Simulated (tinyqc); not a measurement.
Polytypes by hexagonality, and a cubic inclusion as a quantum well: one step. The polarisation field.

Gap: E3 + (Es - E3) h/hs for h up to hs, then linear from Es to E2 at h = 1. Valence top Ev2 h and polarisation P2 h, both counted from 3C; Ec = Ev + gap.

A cubic inclusion of width L = N d in the host (h = 0.4) is a well of depth V = Ec(host) - Ec(3C). Square well with mass mismatch: k tan(k L/2) = (m_w/m_b) q, k = sqrt(m_w E/c), q = sqrt(m_b (V - E)/c), c = hbar^2/2m0, lowest root. The depth of the level, V - E, is its binding, and the transition to the valence top of the host is gap(host) - (V - E). The step in polarisation gives a field |F| = |P|/(eps eps0) in a thin inclusion, eps0 = 8.8541878e-12 F/m.

Parameters, chosen for this exercise (of the order of those of SiC; shifted at random, so the results belong to these values and not to a real crystal):
- E3 = 2.37 eV (gap of the cubic polytype)
- E2 = 3.333 eV (gap of 2H)
- Ev2 = 0.151 eV (valence top of 2H above that of 3C)
- P2 = -0.0385 C/m^2 (spontaneous polarisation of 2H)
- Es = 3.269 eV (gap at the hexagonality hs)
- hs = 0.5 (hexagonality up to which the first line holds)
- eps = 9.8 (dielectric constant)

L = 7.56600 angstrom

Question. Give |F|, the drop |F| L, the bound charge |P|/e per cm^2 (e = 1.602176634e-19 C), and, as a first estimate, the shift -|F| L/2 of the transition for an electron centred in the layer and a hole in the host on the high side.

Give: |F|; drop; bound charge; estimated shift.

Answer.

|F| = 1.775 MV/cm
drop = 134.3 meV
bound charge = 9.61e+12 cm^-2
estimated shift = -67.1 meV

The drop is 17 % of the well depth. The host edge on the low side sinks by 67 meV against the centre, less than the 338 meV by which the flat well binds.

tinyqc: `OMP_NUM_THREADS=1 python tinyqc.py 1850535 1850536 out.jsonl`; about 0.04 s, one thread, shared Intel(R) Xeon(R) Processor @ 2.30GHz.
